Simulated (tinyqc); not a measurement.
What moves the results: quasiparticle equation with a plasmon-pole self-energy for two band edges. A value that a table varies takes the place of the one given here.

For each edge E = e + X + Sc(E), with the correlation part Sc(E) = A[0]/(E - a + w) + A[1]/(E - b - w); a and b are the valence and conduction energies that enter the Green function (a = ev, b = ec in the one-shot scheme). Z = 1/(1 - dSc/dE), dSc/dE = -A[0]/(E - a + w)^2 - A[1]/(E - b - w)^2.

Inputs chosen for the exercise (scales of the order of those of SiO2; shifted at random, so the results belong to these values and not to a real crystal):
- ev = 0 eV (mean-field valence top)
- ec = 5.74 eV (mean-field conduction edge)
- w = 19.6 eV (pole energy)
- Av = (41.3, 18.8) eV^2 (weights of the valence state on the hole and electron poles)
- Ac = (16.3, 40) eV^2 (the same for the conduction state)
- Xv = -3.2 eV (exchange minus the mean-field potential, valence)
- Xc = 3.47 eV (the same, conduction)

## Schemes compared

Z = 1; linearised; exact one-shot; energies updated in G (a, b); updated in G and W, where w grows by half of the opening of the gap (a rule chosen for the exercise).

Results (eV):

| scheme | Ev | Ec | gap | opening |
|---|---|---|---|---|
| mean field | 0.000 | 5.740 | 5.740 | 0.000 |
| Z = 1 | -1.835 | 7.812 | 9.647 | 3.907 |
| linearised | -1.614 | 7.575 | 9.189 | 3.449 |
| one-shot, exact | -1.603 | 7.560 | 9.163 | 3.423 |
| update G | -1.740 | 7.730 | 9.469 | 3.729 |
| update G and W | -1.888 | 7.879 | 9.767 | 4.027 |

The openings run from 3.423 (one-shot, exact) to 4.027 eV (update G and W). Linearising moves the gap by 25 meV, updating G +306 meV and updating W a further +297 meV: once Z is kept, the level of self-consistency matters more than linearising.

## The starting point

The mean-field gap is opened by d (ev lowered by d/2, ec raised by d/2) and X is changed by the opposite amounts, so that e + X stays; one-shot and G-updated gaps.

Gaps (eV):

| d | start | one-shot | update G |
|---|---|---|---|
| 0.0 | 5.740 | 9.1633 | 9.4695 |
| 0.2 | 5.940 | 9.1811 | 9.4695 |
| 0.4 | 6.140 | 9.1988 | 9.4695 |
| 0.6 | 6.340 | 9.2163 | 9.4695 |
| 0.9 | 6.640 | 9.2422 | 9.4695 |
| 1.2 | 6.940 | 9.2678 | 9.4695 |
| 1.6 | 7.340 | 9.3013 | 9.4695 |

The one-shot gap moves by a fraction 0.09 of any change of the starting gap, while the updated gap, 9.4695 eV, does not depend on it. The two agree where the start already equals the result, near d = 3.73 eV. A real change of starting point alters the orbitals and the screening too; this model holds both fixed.

## What each parameter does

Exact one-shot edges and Z of the valence state there. Each row changes one parameter from the base and keeps the others.

Results:

| case | Ev (eV) | Ec (eV) | gap (eV) | Z |
|---|---|---|---|---|
| base | -1.6030 | 7.5604 | 9.1633 | 0.8670 |
| w = 20.58 eV | -1.6855 | 7.6455 | 9.3310 | 0.8775 |
| Xv = -3.3 eV | -1.6896 | 7.5604 | 9.2500 | 0.8662 |
| Xc = 3.57 eV | -1.6030 | 7.6474 | 9.2503 | 0.8670 |
| ec = 5.84 eV | -1.6007 | 7.6585 | 9.2592 | 0.8672 |
| Av = (43.36, 18.8) eV^2 | -1.5042 | 7.5604 | 9.0646 | 0.8632 |
| Ac = (16.3, 42) eV^2 | -1.6030 | 7.4629 | 9.0659 | 0.8670 |

The largest shifts from the base row, up to three for each result and ties (the steps differ in size, so this ranks the rows, not the parameters). Ev (eV): Av +0.0987, Xv -0.0867, w -0.0825; unchanged at the printed digits by Xc and Ac. Ec (eV): ec +0.0981, Ac -0.0975, Xc +0.0870; unchanged at the printed digits by Xv and Av. gap (eV): w +0.1677, Av -0.0987, Ac -0.0975. Z: w +0.0105, Av -0.0038, Xv -0.0008; unchanged at the printed digits by Xc and Ac.

Program tinyqc; command `OMP_NUM_THREADS=1 python tinyqc.py 1880421 1880422 out.jsonl`; about 0.01 s on one thread of a shared Intel(R) Xeon(R) Processor @ 2.30GHz.
